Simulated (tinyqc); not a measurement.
Length of a molecular wire: coherent transport through a tight-binding bridge. Computed by the program tinyqc. 

A uniform bridge between two chains:
```
parameter                       value
site energy (eV)             3.080000
hopping in the bridge (eV)   1.340000
lead hopping (eV)            2.410000
couplings (eV)              0.89, 0.9
E (eV)                       0.350000
```

T = Gamma_L Gamma_R |G_1n|^2 with the self-energies of semi-infinite chains.

Transmission against length:
```
sites           T     ln T
2      2.2173e-02  -3.8089
3      1.1336e-02  -4.4797
4      6.4770e-03  -5.0395
5      3.9431e-03  -5.5358
6      2.4949e-03  -5.9935
7      1.6177e-03  -6.4268
8      1.0656e-03  -6.8442
9      7.0929e-04  -7.2512
10     4.7541e-04  -7.6513
```

E lies outside the band of the bridge (|E - e|/2h = 1.019 > 1), so T decays as exp(-beta n) with beta = 2 arccosh(1.019) = 0.3857 a site; the last two rows give 0.4001.
